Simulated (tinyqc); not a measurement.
Blur against noise: chemically amplified photoresist: aerial image, acid generation, bake, development and line width. Computed by tinyqc, a small Python program. Command: `OMP_NUM_THREADS=1 python tinyqc.py 3014269 3014270 out.jsonl resist walk`. One thread of a shared host (Intel(R) Xeon(R) Processor @ 2.30GHz), about 0.03 s of CPU time with the checks.

Lines and spaces of pitch p with a two-beam-like image; x = 0 is the middle of the bright space. The resist is positive and treated as uniform in depth.

Inputs (values chosen for the exercise, for a model resist at 13.5 nm):
```
quantity                      value     unit
pitch p                          37       nm
image contrast c               0.77        -
mean dose E                    3.46  mJ/cm^2
Dill parameter C              0.035  cm^2/mJ
bake time t                      90        s
photon energy                 91.84       eV
absorption coefficient alpha    5.4     1/um
```

Method:
- Dose E(x) = E [1 + c cos(2 pi x/p)]; acid h = 1 - exp(-C E(x)).
- Bake: the acid image is blurred by a Gaussian of variance sigma^2 = 2 D t (each Fourier term k of h, taken on 64 points, is multiplied by exp(-4 pi^2 k^2 D t/p^2)).
- For each sigma the edge is held at x = p/4; N is taken at the mean dose; edge noise = (dh/d ln E)/(sqrt(N V) |dh/dx|), both derivatives taken of the blurred acid, V = (2 sqrt(pi) sigma)^3, N = E alpha/(photon energy), 1 mJ/cm^2 = 62.41509 eV/nm^2.

Trade-off:
```
sigma/p  sigma (nm)  blur factor  photons in V  edge noise (nm)
0.02           0.74      0.99214    2.2921e-01           16.083
0.04           1.48      0.96891    1.8337e+00            5.804
0.07           2.59      0.90781    9.8275e+00            2.657
0.10           3.70      0.82087    2.8652e+01            1.707
0.14           5.18      0.67917    7.8620e+01            1.235
0.18           6.66      0.52753    1.6710e+02            1.085
0.22           8.14      0.38467    3.0508e+02            1.099
0.27           9.99      0.23717    5.6395e+02            1.311
0.33          12.21      0.11653    1.0296e+03            1.974
```

The noise is least near sigma/p = 0.18 among these rows. More diffusion averages over more photons (noise falls as sigma^(-3/2)) until it erases the image slope (factor exp(-2 pi^2 sigma^2/p^2)); for a pure cosine the two balance at sigma/p = sqrt(3/8)/pi = 0.195. Caution: for a film thinner than the blur the noise falls as 1/sigma only, and the optimum moves to sigma/p = 1/(2 pi) = 0.159. Caution: rows with under about ten photons in V are beyond a Gaussian noise estimate.

Extremes, crossings and ranges named in words are read from the listed rows.
